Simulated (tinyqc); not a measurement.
Flattening the wire at fixed area: round or elliptic silicon nanowire with anisotropic valleys (Ritz method).

Wire along x = [110] on a (001) wafer, y = [-110], z = [001]. Valley groups (w = inverse masses): A, two valleys along z: w_y = 1/mt, w_z = 1/ml, m_x = mt; B, four valleys in the wafer plane: w_y = (1/ml + 1/mt)/2, w_z = 1/mt, m_x = (ml + mt)/2.

Hard wall on the ellipse (y/a)^2 + (z/b)^2 = 1, c = hbar^2/2m0. With u = y/a, v = z/b the operator is -c [(w_y/a^2) d2/du2 + (w_z/b^2) d2/dv2] on the unit disc. Basis (1 - u^2 - v^2) u^i v^j; S, X and Y are the disc integrals of f f', (df/du)(df'/du) and (df/dv)(df'/dv), from the integral of u^p v^q = 2 Gamma((p+1)/2) Gamma((q+1)/2)/((p + q + 2) Gamma((p+q+2)/2)) for even p, q; H = c (w_y X/a^2 + w_z Y/b^2).

Converged values use 21 functions of each parity class (e or o in u, then in v).

Constants: hbar^2/2m0 = 3.80998211 eV angstrom^2.

Values chosen for the exercise (near those of a Si nanowire; shifted at random, so the results belong to these values and not to a real crystal): ml = 0.905 m0 (longitudinal mass); mt = 0.189 m0 (transverse mass); asp = (0.4, 0.6, 0.8, 1, 1.3, 1.8, 2.5) (ratios a/b); area = 28.3 nm^2 (cross-section, kept fixed).

a = sqrt(area x ratio/pi), b = a/ratio, 1 nm^2 = 100 angstrom^2; lowest level of each group.

Levels (eV):

| a/b | a (angstrom) | b (angstrom) | A | B |
|---|---|---|---|---|
| 0.4 | 19.0 | 47.5 | 0.1558 | 0.1222 |
| 0.8 | 26.8 | 33.6 | 0.0892 | 0.1007 |
| 1.0 | 30.0 | 30.0 | 0.0769 | 0.1036 |
| 1.3 | 34.2 | 26.3 | 0.0668 | 0.1134 |
| 1.8 | 40.3 | 22.4 | 0.0602 | 0.1355 |
| 2.5 | 47.5 | 19.0 | 0.0596 | 0.1709 |

Give the missing row, a/b = 0.6.

Computed row:
```
a/b  a (angstrom)  b (angstrom)       A       B
0.6          23.2          38.7  0.1109  0.1038
```

Each group is lowest where its stretched ellipse is a circle, at a/b = sqrt(w_y/w_z): 2.19 for A and 0.78 for B. The lowest group is B in the first row and A in the last, crossing between a/b = 0.6 and 0.8; B - A is -34 meV in the first row and +111 meV in the last.

Computed by tinyqc, a small Python program: `OMP_NUM_THREADS=1 python tinyqc.py 1281877 1281878 out.jsonl` (the numbers bound the seed that draws the inputs); one thread of a shared host (Intel(R) Xeon(R) Processor @ 2.30GHz), about 0.07 s for the whole set of steps.
